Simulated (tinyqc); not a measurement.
## Narrowing from the saturation current

Inverse problem. A uniform n-type emitter has J0 = (q p0 D/L)(s + tanh(W/L))/(1 + s tanh(W/L)), D = mup Vt, s = S L/D, and p0 = (ni^2/N) exp(dE_app/kB T), where dE_app = dEg + kB T ln[(N/Nc) exp(-eta)]. Find p0, dE_app and dEg.

Parameters, values chosen for the exercise; band and dielectric values close to those of germanium:
- T = 350 K (temperature)
- Nc = 1.29e19 cm^-3 (conduction-band density of states at 350 K)
- N = 4.6e19 cm^-3 (ionised donor density)
- mup = 160 cm^2/(V s) (minority-hole mobility)
- W = 310 nm (emitter width)
- S = 2.9e5 cm/s (recombination velocity at the contact)

Constants: q = 1.602176634e-19 C, kB = 1.380649e-23 J/K, Vt = kB T/q. Results are converted to the units shown.

J0 = 4.5094905e10 fA/cm^2
L = 1189.2723 nm
ni = 1.4476944e14 cm^-3
converged eta = 2.4752729

Solution. J0 gives p0, its ratio to ni^2/N gives dE_app, and the degeneracy term is taken off.

p0 = 2.644e9 cm^-3
dE_app = 53.04 meV
dEg = 89.35 meV

Program tinyqc, `OMP_NUM_THREADS=1 python tinyqc.py 2330073 2330074 out.jsonl`; Intel Xeon 2.30GHz, shared host, one thread, about 0.01 s.
